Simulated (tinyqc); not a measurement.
Charge pumping in an n-channel transistor: scanning the upper gap with the fall time.

The gate is pulsed from accumulation to inversion and back. Energies E are counted from the intrinsic level; Dit(E) = D0 [1 + b (2 E/Eg)^2]. During each edge the traps near the bands emit their carriers, and those between Eh and Ee recombine once a cycle.

ni = sqrt(Nc Nv) exp(-Eg/(2 Vt)), Eg in volts; emission times te = (dV/Va) tf and th = (dV/Va) tr; Ee = -Vt ln(vth sn ni te), Eh = +Vt ln(vth sp ni th). Nit = integral of Dit from Eh to Ee = D0 [Ee - Eh + 4 b (Ee^3 - Eh^3)/(3 Eg^2)], Qcp = q A Nit, Icp = f Qcp.

Parameters, values chosen for the exercise; band and dielectric values close to those of germanium:
- T = 350 K (temperature)
- Eg = 0.651 eV (band gap)
- Nc = 1.3e19 cm^-3 (conduction-band density of states at 350 K)
- Nv = 7.52e18 cm^-3 (valence-band density of states at 350 K)
- A = 14 um^2 (gate area)
- D0 = 5.2e10 cm^-2 eV^-1 (trap density at midgap)
- b = 0 (rise of the trap density towards the band edges)
- sn = 1.2e-16 cm^2 (cross-section for electrons)
- sp = 1.1e-15 cm^2 (cross-section for holes)
- vth = 1.3e7 cm/s (thermal velocity at 350 K, one nominal value for electrons and holes)
- dV = 0.52 V (Vth - Vfb)
- Va = 2.3 V (pulse height)
- f = 7.5e5 Hz (frequency)
- tr = 200 ns (rise time)

Constants: q = 1.602176634e-19 C, kB = 1.380649e-23 J/K, Vt = kB T/q. Results are converted to the units shown.

The same in every row: Eh (eV) = -0.06120.

Scanning the upper gap with the fall time:

| tf (ns) | Ee (eV) | Nit (cm^-2) | Icp (pA) |
|---|---|---|---|
| 7.1 | 0.2287 | 1.508e10 | 253.6 |
| 20 | 0.1975 | 1.345e10 | 226.3 |
| 55 | 0.1670 | 1.186e10 | 199.6 |
| 150 | 0.1367 | 1.029e10 | 173.1 |
| 420 | 0.1056 | 8.676e9 | 146.0 |

Ee falls from 0.229 to 0.106 eV, by Vt ln 10 a decade, and Icp falls from 254 to 146 pA. The slope -dNit/d(ln tf)/Vt gives Dit = 5.20e10 cm^-2 eV^-1 near E = 0.213 eV and 5.20e10 near 0.121 eV: constant, as the profile is flat.

Range of the model: The Fermi levels of inversion and accumulation are taken to lie beyond Ee and Eh, the flat tops to fill all traps, and no geometric current is added.

Computed by the program tinyqc: `OMP_NUM_THREADS=1 python tinyqc.py 2030112 2030113 out.jsonl`, one thread of a shared Intel Xeon 2.30GHz, about 0.01 s for the whole run.
